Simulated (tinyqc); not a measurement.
# Charge stability of a double quantum dot, constant-interaction model with a charge sensor, step by step

Program tinyqc, `OMP_NUM_THREADS=1 python tinyqc.py 2470135 2470136 out.jsonl`; Intel Xeon 2.30GHz, shared host, one thread, about 0.01 s. Printed values are rounded.

Capacitance matrix C = [[C1, -Cm], [-Cm, C2]], C1 = G1 + X1 + Cm + L1, C2 = G2 + X2 + Cm + L2. Gate charges n1 = (G1 V1 + X1 V2)/q, n2 = (X2 V1 + G2 V2)/q. The state (N1, N2) has U = (1/2) d^T E d with d = (N1 - n1, N2 - n2) and E = q^2 C^(-1). Leads at 0 V; no tunnel coupling, spin or level spacing. The sensor reads s1 <N1> + s2 <N2>.

Inputs (values chosen for the exercise):
- G1 = 2.3 aF (gate 1 to dot 1)
- G2 = 2.4 aF (gate 2 to dot 2)
- X1 = 0.28 aF (gate 2 to dot 1)
- X2 = 0.27 aF (gate 1 to dot 2)
- Cm = 2.9 aF (between the dots)
- L1 = 8.4 aF (dot 1 to leads and ground)
- L2 = 7.7 aF (dot 2 to leads and ground)
- s1 = 0.95 (sensor weight of dot 1)
- s2 = 0.42 (sensor weight of dot 2)
- T = 1.8 K (temperature)
- V1 = 102 mV (voltage of gate 1)
- V2 = 58.6 mV (voltage of gate 2)

Constants: q = 1.602176634e-19 C, kB = 1.380649e-23 J/K, Vt = kB T/q. Results are converted to the units shown.

## Charging energies and lever arms

E = q^2 C^(-1) holds EC1, EC2 on the diagonal and ECm off it; the lever arms are A = C^(-1) [[G1, X1], [X2, G2]] (row: dot, column: gate).

C (aF):
```
	1	2
1	13.88	-2.9
2	-2.9	13.27
```

E (meV):
```
	1	2
1	12.0953	2.6433
2	2.6433	12.6513
```

lever arms (eV/V):
```
	1	2
1	0.178089	0.060734
2	0.059266	0.194132
```

gate charges: n1 1.56667, n2 1.04970

ECm is 21.4 % of the geometric mean of EC1 and EC2.

## Energies and occupation of the charge states

U for N1, N2 = 0, 1, 2; p is proportional to exp(-U/kB T), normalised over these nine states.

```
state	U (meV)	p
(0,0)	26.1607	0.000000
(0,1)	15.0651	0.000000
(0,2)	16.6209	0.000000
(1,0)	10.4843	0.000000
(1,1)	2.0320	0.002363
(1,2)	6.2311	0.000000
(2,0)	6.9033	0.000000
(2,1)	1.0943	0.997637
(2,2)	7.9367	0.000000
```

mean charges: <N1> 1.99764, <N2> 1.00000
sensor signal = 2.31776

The ground state is (2,1), 0.938 meV (6.05 kB T) below (1,1).

## Triple points

The states (0,0), (1,0), (0,1) meet where E n = (EC1/2, EC2/2), and (1,1), (1,0), (0,1) where E n = (EC1/2 + ECm, EC2/2 + ECm); the gate voltages follow from n.

gate charges:
```
	n1	n2
electron point	0.409425	0.414457
hole point	0.590575	0.585543
```

gate voltages (mV):
```
	V1	V2
electron point	25.5015	24.7992
hole point	36.8858	34.9396
```

distance between the points = 15.2457 mV

The line between the two points is the (1,0)-(0,1) transition, where an electron moves from dot to dot.
